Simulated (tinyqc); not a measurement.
Plane-wave Kohn-Sham cycle with exchange-only LDA in a layered model solid, step by step. Computed by tinyqc, a small Python program that keeps every step. Settings: points = 16, plane-wave index or count = 2, electrons = 2, k points = 2, area = 12.0, mixing = 0.3, iteration cap = 67, Pulay depth = 3. Command: `OMP_NUM_THREADS=1 python tinyqc.py 31861 31862 out.jsonl` (the two numbers bound the seeds that draw the settings). One thread of a shared host (Intel(R) Xeon(R) Processor @ 2.60GHz), about 0.01 s of CPU time with the checks. Later iterations appear only in the table of the cycle.

## Iteration 1: potential

A solid whose potential varies along x alone (atomic units):
```
parameter                      value
period a                    8.000000
cross-section of the cell  12.000000
electrons per cell                 2
grid points                       16
plane waves -n..n, n               2
k points                           2
V1 in V1 cos(2 pi x/a)     -0.200000
```

density at the start, on the grid x_j = j a/N (e/bohr^3): [0.02083333, 0.02083333, 0.02083333, 0.02083333, 0.02083333, 0.02083333, 0.02083333, 0.02083333, 0.02083333, 0.02083333, 0.02083333, 0.02083333, 0.02083333, 0.02083333, 0.02083333, 0.02083333]

V_H(G) = 4 pi rho(G)/G^2 for G != 0 (uniform background); v_x = -(3 rho/pi)^(1/3); V = V_ext + V_H + v_x; Fourier components f(G_m) = (1/N) sum_j f(x_j) exp(-i G_m x_j).

Potentials on the grid (hartree):
```
x             V_ext       V_H        v_x          V
0.000000  -0.200000  0.000000  -0.270963  -0.470963
0.500000  -0.184776  0.000000  -0.270963  -0.455739
1.000000  -0.141421  0.000000  -0.270963  -0.412384
1.500000  -0.076537  0.000000  -0.270963  -0.347500
2.000000          0  0.000000  -0.270963  -0.270963
2.500000   0.076537  0.000000  -0.270963  -0.194426
3.000000   0.141421  0.000000  -0.270963  -0.129542
3.500000   0.184776  0.000000  -0.270963  -0.086187
4.000000   0.200000  0.000000  -0.270963  -0.070963
4.500000   0.184776  0.000000  -0.270963  -0.086187
5.000000   0.141421  0.000000  -0.270963  -0.129542
5.500000   0.076537  0.000000  -0.270963  -0.194426
6.000000          0  0.000000  -0.270963  -0.270963
6.500000  -0.076537  0.000000  -0.270963  -0.347500
7.000000  -0.141421  0.000000  -0.270963  -0.412384
7.500000  -0.184776  0.000000  -0.270963  -0.455739
```

V(G_m), m = 0, 1, 2, ... (hartree): [-0.270963, -0.100000, 0.000000, 0.000000, 0.000000]

## Iteration 1: Hamiltonian at one k

k = 0.250000 2 pi / a

H(m,m') = (k + G_m)^2/2 delta + V(G_m - G_m'), with V(-G) = V(G).

H (hartree), order -2, -1, +0, +1, +2:
```
[[0.673589, -0.100000, 0.000000, 0.000000, 0.000000],
 [-0.100000, -0.097474, -0.100000, 0.000000, 0.000000],
 [0.000000, -0.100000, -0.251686, -0.100000, 0.000000],
 [0.000000, 0.000000, -0.100000, 0.210951, -0.100000],
 [0.000000, 0.000000, 0.000000, -0.100000, 1.290439]]
```

## Iteration 1: levels at that k

Diagonalise the Hermitian matrix.

eigenvalues (hartree): [-0.318266, -0.066086, 0.223968, 0.686524, 1.299679]

## Iteration 1: new density

Motion across x is left out: the lowest 1 band(s) hold two electrons at each of the k points (j + 1/2)/nk - 1/2. Residual R = rho(out) - rho(in); rho(new) = rho(in) + 0.3 R. rho(out) = 2/(a A nk) sum |psi|^2 with psi = sum c exp(i G x). Harris energy E = band energy - dV sum rho (V_H/2 + v_x) + (3/4) dV sum rho v_x with rho(in), dV = a A/N, band energy = (2/nk) sum of the filled levels.

rho(out) (e/bohr^3): [0.04906569, 0.04556043, 0.03656840, 0.02558856, 0.01589260, 0.00906435, 0.00506078, 0.00311999, 0.00255742, 0.00311999, 0.00506078, 0.00906435, 0.01589260, 0.02558856, 0.03656840, 0.04556043]

density after iteration 1 (e/bohr^3): [0.02930304, 0.02825146, 0.02555385, 0.02225990, 0.01935111, 0.01730264, 0.01610157, 0.01551933, 0.01535056, 0.01551933, 0.01610157, 0.01730264, 0.01935111, 0.02225990, 0.02555385, 0.02825146]

energy per cell = -0.50104966 hartree

## Iteration 2: potential

As before.

Potentials on the grid (hartree):
```
x             V_ext        V_H        v_x          V
0.000000  -0.200000   0.147055  -0.303595  -0.356540
0.500000  -0.184776   0.134033  -0.299919  -0.350662
1.000000  -0.141421   0.098145  -0.290052  -0.333328
1.500000  -0.076537   0.047583  -0.277012  -0.305966
2.000000          0  -0.007570  -0.264378  -0.271949
2.500000   0.076537  -0.058299  -0.254699  -0.236462
3.000000   0.141421  -0.098160  -0.248664  -0.205403
3.500000   0.184776  -0.123317  -0.245630  -0.184171
4.000000   0.200000  -0.131886  -0.244736  -0.176622
4.500000   0.184776  -0.123317  -0.245630  -0.184171
5.000000   0.141421  -0.098160  -0.248664  -0.205403
5.500000   0.076537  -0.058299  -0.254699  -0.236462
6.000000          0  -0.007570  -0.264378  -0.271949
6.500000  -0.076537   0.047583  -0.277012  -0.305966
7.000000  -0.141421   0.098145  -0.290052  -0.333328
7.500000  -0.184776   0.134033  -0.299919  -0.350662
```

V(G_m), m = 0, 1, 2, ... (hartree): [-0.269315, -0.045104, 0.001342, 0.000125, 0.000025]

## Iteration 2: Hamiltonian at one k

k = 0.250000 2 pi / a

As before.

H (hartree), order -2, -1, +0, +1, +2:
```
[[0.675237, -0.045104, 0.001342, 0.000125, 0.000025],
 [-0.045104, -0.095826, -0.045104, 0.001342, 0.000125],
 [0.001342, -0.045104, -0.250038, -0.045104, 0.001342],
 [0.000125, 0.001342, -0.045104, 0.212599, -0.045104],
 [0.000025, 0.000125, 0.001342, -0.045104, 1.292087]]
```

## Iteration 2: levels at that k

As before.

eigenvalues (hartree): [-0.266280, -0.086697, 0.215177, 0.677883, 1.293975]

## Iteration 2: new density

B (overlaps of the stored error matrices):
```
[[4.3452539e-03, 1.3102752e-03],
 [1.3102752e-03, 4.1470985e-04]]
```

Motion across x is left out: the lowest 1 band(s) hold two electrons at each of the k points (j + 1/2)/nk - 1/2. Residual R = rho(out) - rho(in); rho(new) = rho(in) + 0.3 R; Pulay mixing then takes sum c_i of the stored mixed densities, with c from B_ij = sum R_i R_j as in DIIS. rho(out) = 2/(a A nk) sum |psi|^2 with psi = sum c exp(i G x). Harris energy E = band energy - dV sum rho (V_H/2 + v_x) + (3/4) dV sum rho v_x with rho(in), dV = a A/N, band energy = (2/nk) sum of the filled levels.

rho(out) (e/bohr^3): [0.03639514, 0.03485842, 0.03071054, 0.02510616, 0.01936228, 0.01447899, 0.01095453, 0.00888976, 0.00821683, 0.00888976, 0.01095453, 0.01447899, 0.01936228, 0.02510616, 0.03071054, 0.03485842]

DIIS coefficients: [-0.418603, 1.418603]

density after iteration 2 (e/bohr^3): [0.03232130, 0.03106326, 0.02774844, 0.02347122, 0.01935587, 0.01610095, 0.01391109, 0.01269791, 0.01231458, 0.01269791, 0.01391109, 0.01610095, 0.01935587, 0.02347122, 0.02774844, 0.03106326]

energy per cell = -0.41848905 hartree

## Convergence

Stop when sqrt(dV sum R^2) is below 1e-8, dV = a A/N.

Course of the cycle:
```
iteration  E (hartree)  norm of the residual
1          -0.50104966              1.61e-01
2          -0.41848905              4.99e-02
3          -0.41291840              2.08e-02
4          -0.41265690              1.58e-02
5          -0.41209905              3.23e-03
6          -0.41207701              8.26e-05
7          -0.41207700              1.64e-06
8          -0.41207700              5.55e-07
9          -0.41207700              6.55e-08
10         -0.41207700              3.52e-08
11         -0.41207700              2.21e-11
```

Converged in 11 iterations. Before convergence this energy mixes input and output and is not variational, so it may rise towards its limit.
